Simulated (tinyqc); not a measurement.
Six-band Luttinger-Kohn model with strain: one step. Strain from a uniaxial [111] stress.

Inputs chosen for the exercise (near those of InSb; the results hold for these values, not for the real material):
```
symbol  value           unit  meaning
C11     70.2            GPa
C12     37.1            GPa
C44     31.5            GPa
load    uniaxial [111]        kind of stress
X       -1.02           GPa   stress
```

Problem. s11 = (C11 + C12)/((C11 - C12)(C11 + 2 C12)), s12 = -C12/((C11 - C12)(C11 + 2 C12)), s44 = 1/C44; exx = s11 sxx + s12 (syy + szz) and cyclic, exy = s44 sxy/2; tension is positive. A uniaxial stress X along the unit vector n is s_ij = X n_i n_j.

Give: s11, s12, s44; strain tensor.

Solution.

s11, s12, s44 (1/TPa): 22.4494  -7.7621  31.7460

strain tensor:
```
           x          y          z
x  -0.002355  -0.005397  -0.005397
y  -0.005397  -0.002355  -0.005397
z  -0.005397  -0.005397  -0.002355
```

The volume changes by -0.706 %; there is shear in the cubic axes, so d enters.

Computed by tinyqc, a small Python program: `OMP_NUM_THREADS=1 python tinyqc.py 1081278 1081279 out.jsonl` (the numbers bound the seed that draws the inputs); one thread of a shared host (Intel(R) Xeon(R) Processor @ 2.30GHz), about 0.03 s for the whole set of steps.
